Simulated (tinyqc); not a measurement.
Threshold of a short bulk MOSFET: charge sharing, barrier lowering, narrow width: two steps of the calculation.

n-channel device on a p-type body, depletion approximation, full ionisation. Uniform doping N = Na. Vbi from Boltzmann statistics is rough for the degenerate source. Cox = eps0 eox/tox.

Inputs (values chosen for the exercise); band and dielectric values close to those of silicon:
```
symbol    value   unit                                                                 meaning
T           300      K                                                             temperature
Eg         1.14     eV                                                                band gap
eps_r      11.8                                                          relative permittivity
Nc       2.8e19  cm^-3                                  conduction-band density of states at T
Nv      2.65e19  cm^-3                                     valence-band density of states at T
eox         3.9         relative permittivity of the gate insulator (close to silicon dioxide)
tox         5.8     nm                                                     insulator thickness
Na       4.5e17  cm^-3                                                          channel doping
Nsd        1e20  cm^-3                                                 source and drain doping
Vfb       -0.79      V                                     flat-band voltage for the doping Na
xj           78     nm                                                          junction depth
Vbs           0      V                                                     body-source voltage
Vds           1      V                                                    drain-source voltage
W           910     nm                                                              gate width
xw       0.7854                      shape factor of the fringing depletion at the width edges
L           190     nm                                                          channel length
```

Constants: q = 1.602176634e-19 C, kB = 1.380649e-23 J/K, Vt = kB T/q, eps0 = 8.8541878128e-14 F/cm where lengths are in cm. Results are converted to the units shown.

Task 1. Long-channel threshold and scales. ni = sqrt(Nc Nv) exp(-Eg/(2 Vt)), Eg in volts; 2 pB = 2 Vt ln(N/ni); flat band Vfb - Vt ln(N/Na); Wd = sqrt(2 eps0 eps_r (2 pB - Vbs)/(q N)); body term q N Wd/Cox; long-channel VT0 = flat band + 2 pB + body term; Vbi = Vt ln(N Nsd/ni^2); scale length l = sqrt((eps_r/eox) tox Wd).

Wanted: N; 2 pB; flat band; Wd; body term; VT0; Vbi; l.

Result 1.

N = 4.500e17 cm^-3
2 pB = 0.9278 V
flat band = -0.7900 V
Wd = 51.86 nm
body term = 0.6280 V
VT0 = 0.7658 V
Vbi = 1.068 V
l = 30.17 nm

Task 2. Short-channel and narrow-width shifts. Charge sharing (trapezoid; it ignores Vds): F = (xj/L)(sqrt(1 + 2 Wd/xj) - 1), lowering = body term times F. Barrier lowering: th = exp(-L/(2 l)) + 2 exp(-L/l), lowering = th [2 (Vbi - 2 pB) + Vds], DIBL = th. Narrow width: rise = body term times xw Wd/W. VT by each model = VT0 - lowering + rise.

2 pB = 0.92784906 V
Wd = 51.857023 nm
body term = 0.62797903 V
VT0 = 0.76582810 V
Vbi = 1.0675449 V
l = 30.166608 nm

Wanted: F; lowering by charge sharing; th; lowering of the barrier; DIBL; narrow-width rise; VT, charge sharing; VT, barrier lowering.

Result 2.

F = 0.2161
lowering by charge sharing = 135.7 mV
th = 0.04657
lowering of the barrier = 59.58 mV
DIBL = 46.57 mV/V
narrow-width rise = 28.11 mV
VT, charge sharing = 0.6582 V
VT, barrier lowering = 0.7344 V

L is 6.30 scale lengths. The charge-sharing lowering is 2.28 times the barrier lowering; the first falls off as 1/L and the second exponentially. Both describe the same loss of gate control, so they are alternatives and are not added.

Numbers from tinyqc (`OMP_NUM_THREADS=1 python tinyqc.py 2002028 2002029 out.jsonl`; about 0.01 s on one thread of a shared Intel Xeon 2.30GHz).
